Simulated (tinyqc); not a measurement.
Choice of the trial orbital: Wannier function of the lower band of a two-orbital chain.

H(k) = [[-d/2 - 2 ta cos k, -t1 - t2 exp(-ik)], [-t1 - t2 exp(ik), d/2 - 2 tb cos k]], k in 1/a, Bloch sums with exp(ikR) and without the positions inside the cell. Mesh k_j = 2 pi j/N. Projection gauge: each lower eigenvector u is multiplied by the phase that makes <trial|u> real and positive (the one-band case of Loewdin orthogonalisation). Wannier amplitudes w(R) = (1/N) sum_k exp(ikR) u(k); hoppings H(R) = (1/N) sum_k exp(-ikR) E(k).

Inputs chosen for the exercise:
- d = 0.24 eV (A at -d/2, B at +d/2)
- t1 = 1.97 eV (A-B in the cell)
- t2 = 1.77 eV (B to A of the next cell)
- ta = 0.02 eV (A-A between cells)
- tb = 0.31 eV (B-B between cells)
- xb = 0.42 a (position of B (A at 0))

N = 16. Centre, Omega_I and Omega_D from overlaps (b = 2 pi/N, M_j = u_j^+ diag(1, exp(-i b xb)) u_(j+1); Omega_D = (1/(N b^2)) sum (arg M_j + b centre)^2).

Trial angle:
```
th (deg)  smallest projection  centre (a)  Omega_I (a^2)  Omega_D (a^2)
0                       0.691      0.0416        0.21210        0.01299
15                      0.838      0.0416        0.21210        0.00096
30                      0.875      0.0416        0.21210        0.02537
45                      0.835      0.0416        0.21210        0.08697
60                      0.682      0.0416        0.21210        0.20574
75                      0.469      0.0416        0.21210        0.43824
90                      0.225      0.0416        0.21210        0.92894
```

What does the comparison show?

Omega_I is the same for all. Omega_D is smallest at 15 degrees (0.00096) and largest at 90 (0.92894). The centre does not move.

tinyqc: `OMP_NUM_THREADS=1 python tinyqc.py 1481618 1481619 out.jsonl`; about 0.1 s, one thread, shared Intel(R) Xeon(R) Processor @ 2.30GHz.
